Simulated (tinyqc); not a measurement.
Global model of a low-pressure process discharge: electron temperature, density, ion flux and ion energy: one step, computed by the program tinyqc.

Maxwellian electrons with temperature T_e in eV, one positive ion, no negative ions, uniform bulk density n; rate constants have the Arrhenius form.

Task: Biased electrode. All bias power goes to ions: V_b = P_b/(J pi r^2). Debye length at the sheath edge lambda_D = sqrt(eps_0 T_e/(e h_L n)); Child-law sheath s = (sqrt2/3) lambda_D (2 V/T_e)^(3/4), V = V_b + V_s; ion transit time tau_i = 3 s sqrt(M/(2 e V)); collisions in the sheath s/lambda_i.

Inputs (values chosen for the exercise, of the order of those of an inductive discharge in a simple atomic gas):

| quantity | value | unit |
|---|---|---|
| ion mass M | 40 | u |
| gas temperature T_g | 400 | K |
| bias power P_b | 300 | W |
| radius of the biased electrode | 10 | cm |
| bias frequency | 2 | MHz |

ion current density J = 2.327790 mA/cm^2

T_e = 2.443739 eV

h_L = 0.3198237

plasma density n = 1.871090e+11 1/cm^3

wall potential V_s = 11.43570 V

ion mean free path = 1.418232 cm

Constants: eps_0 = 8.8541878128e-12 F/m; e = 1.602176634e-19 C; u = 1.6605390666e-27 kg.

Give: bias voltage V_b; lambda_D; sheath width s; ion transit time; transit time over bias period; s/lambda_i.

Result:

bias voltage V_b = 410.2 V

lambda_D = 47.51 micrometre

sheath width s = 1.793 mm

ion transit time = 119.3 ns

transit time over bias period = 0.2385

s/lambda_i = 0.1264
